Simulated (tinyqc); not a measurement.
Inside a calculation: deep level as a short-range spherical well. Values are carried at full precision from step to step, so a last printed digit may differ when a step is redone from the rounded ones.

A spherical well of radius R and depth V0 below the conduction edge, one mass m, c = hbar^2/2m0. The s level at binding Et solves k cot(k R) = -kappa with k = sqrt(m (V0 - Et)/c), kappa = sqrt(m Et/c); it exists for V0 > Vc = c (pi/2R)^2/m. Outside, psi falls as exp(-kappa r)/r.

Constants: hbar^2/2m0 = 3.80998211 eV angstrom^2; fine-structure constant alpha = 0.007297352564; hc = 1239.841984 eV nm; kB = 8.617333262e-05 eV/K; hbar = 6.58211957e-16 eV s.

Values chosen for the exercise (near those of Ge; shifted at random, so the results belong to these values and not to a real crystal):

| symbol | value | unit | meaning |
|---|---|---|---|
| R | 3.4 | angstrom | radius of the well |
| V0 | 8.95 | eV | depth of the well |
| m | 0.114 | m0 | mass |
| n_r | 4.11 |  | refractive index |
| gv | 4 |  | valleys |
| sn | 0.24 | x 1e-16 cm^2 | capture cross-section |
| T | 150 | K | temperature |

## The bound level

Solve for Et; the share outside is [sin^2(kR)/(2 kappa)]/[sin^2(kR)/(2 kappa) + R/2 - sin(2kR)/(4k)].

Et = 0.2410 eV
k = 0.5105 1/angstrom
kappa = 0.0849 1/angstrom
share outside = 0.755
Vc = 7.133 eV

The well is 1.25 times the critical depth. Since dEt/dV0 equals the share inside, 0.24, a 1 % change of V0 moves Et by 9.1 %. The decay length is 11.8 angstrom, 3.5 times R.

## Peak of the photo-ionisation cross-section

Lucovsky model (delta well, plane-wave final states, no local-field factor): sigma = (32 pi alpha c/(3 n_r m Et)) (x - 1)^(3/2)/x^3, x = h nu/Et, c = hbar^2/2m0; 1 angstrom^2 = 1e-16 cm^2.

The maximum lies at x = 2. Give the photon energy, its wavelength and sigma there.

h nu = 0.482 eV
wavelength = 2573 nm
sigma = 103 x 1e-18 cm^2

With 76 % of the state outside the well the delta-well form is a fair model.

## Thermal emission

Thermal emission e = sn v Nc exp(-Et/kB T), v = sqrt(6 c kB T/m)/hbar, Nc = 2 gv (m kB T/(4 pi c))^(3/2), c = hbar^2/2m0, one mass for both, degeneracy ratio 1; 1 angstrom = 1e-8 cm.

Give v, Nc, e and 1/e.

v = 2.446 x 1e7 cm/s
Nc = 1.366 x 1e18/cm^3
e = 6.43 1/s
1/e = 0.155 s

## Checks

- Et from the radial equation on a grid against the matching condition, eV: both 0.24.

Program tinyqc; command `OMP_NUM_THREADS=1 python tinyqc.py 1250912 1250913 out.jsonl`; about 0.01 s on one thread of a shared Intel(R) Xeon(R) Processor @ 2.30GHz.
